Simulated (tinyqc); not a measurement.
Inside a calculation: recursion (Haydock) method for the local density of states: impurity site of a cubic lattice. Values are carried at full precision from step to step, so a last printed digit may differ when a step is redone from the rounded ones.

One orbital a site at energy 0, hopping -t to the 6 nearest neighbours of a cubic lattice; the start u0 is a site in the bulk, with energy V. Recursion: a_n = <u_n|H|u_n>, b_(n+1) u_(n+1) = (H - a_n) u_n - b_n u_(n-1), b > 0. G(z) = 1/(z - a0 - b1^2/(z - a1 - b2^2/(...))), z = E + i eta. After n levels the tail is b_n^2 T with the square-root terminator T = (z - sqrt(z - 2b) sqrt(z + 2b))/(2 b^2), b = 3t so that the band edges lie at -/+ 6t.

Parameters, chosen for this exercise: t = 0.76 eV (hopping); V = 2 eV (shift of the starting site); n = 6 (levels kept); E = -2.6 eV (energy); eta = 0.038 eV (broadening).

## The coefficients

Carry the recursion for n levels; the lattice is large enough that no wall is met.

Coefficients:
```
n  a_n (eV)  b_(n+1) (eV)  b_(n+1)^2/t^2
0    2.0000       1.86161         6.0000
1    0.0000       2.28000         9.0000
2    0.0000       2.33562         9.4444
3    0.0000       2.22299         8.5556
4    0.0000       2.31732         9.2970
5    0.0000       2.26730         8.9000
```

b1^2/t^2 = 6 counts the neighbours of the start. Only a0 = V differs from zero: u_n lies on one sublattice and is orthogonal to the start. The b_n tend to a quarter of the band width, 2.280 eV.

## Moments from the coefficients

For a1 = a2 = 0: mu1 = a0, mu2 = a0^2 + b1^2, mu3 = a0^3 + 2 a0 b1^2, mu4 = a0^4 + 3 a0^2 b1^2 + b1^4 + b1^2 b2^2.

mu1 to mu4 (eV^n): 2.000  7.466  21.862  87.613

## The continued fraction at one energy

Start from the terminator and work up: G_i = 1/(z - a_i - S_i), S_i = b_(i+1)^2 G_(i+1), with T in place of G_n. The density is -Im G_0/pi.

Levels of the fraction:
```
i         S_i (eV)       G_i (1/eV)
5  -1.2725-1.8336i  -0.2521-0.3555i
4  -1.3539-1.9089i  -0.2332-0.3644i
3  -1.1525-1.8006i  -0.2643-0.3358i
2  -1.4420-1.8317i  -0.2394-0.3866i
1  -1.2446-2.0096i  -0.2248-0.3396i
0  -0.7790-1.1769i  -0.2377-0.0756i
```

local density of states = 0.0241 1/eV

A direct sum over the zone gives 0.0244 1/eV at the same z; 6 levels miss it by -1.4 %.

## Checks

- G from 7 levels against a direct sum over the zone at E = 9.2960 eV, above the band (1/eV): both 0.14498.

tinyqc: `OMP_NUM_THREADS=1 python tinyqc.py 1450177 1450178 out.jsonl`; about 0.2 s, one thread, shared Intel(R) Xeon(R) Processor @ 2.30GHz.
